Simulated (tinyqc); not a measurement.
Two-mode optical phonons of a ternary alloy from two coupled oscillators: one step, computed by the program tinyqc.

An alloy A(x)B(1-x)C has an A-C and a B-C bond oscillator. Each TO frequency moves linearly from the impurity mode (dilute end) to the TO of the pure crystal; each strength is proportional to the number of bonds.

Task: The two oscillators. omega_1 = (impurity mode of A) + x (omega_TO,AC - impurity mode of A); omega_2 = (impurity mode of B) + (1 - x)(omega_TO,BC - impurity mode of B); eps_inf = x eps_AC + (1 - x) eps_BC; strengths W_1 = x eps_AC (omega_LO,AC^2 - omega_TO,AC^2), W_2 = (1 - x) eps_BC (omega_LO,BC^2 - omega_TO,BC^2).

Inputs (values chosen for the exercise, for a model alloy):
```
quantity                  value  unit
omega_TO of pure AC         299  1/cm
omega_LO of pure AC         350  1/cm
omega_TO of pure BC         187  1/cm
omega_LO of pure BC         206  1/cm
eps_inf of AC               5.4     -
eps_inf of BC              10.3     -
impurity mode of A in BC    288  1/cm
impurity mode of B in AC    178  1/cm
fraction x of A            0.45     -
```

Give: omega_1 (A-C, TO); omega_2 (B-C, TO); eps_inf; W_1; W_2.

Result:

omega_1 (A-C, TO) = 292.95 1/cm

omega_2 (B-C, TO) = 182.95 1/cm

eps_inf = 8.095

W_1 = 80430.57 1/cm^2

W_2 = 42301 1/cm^2
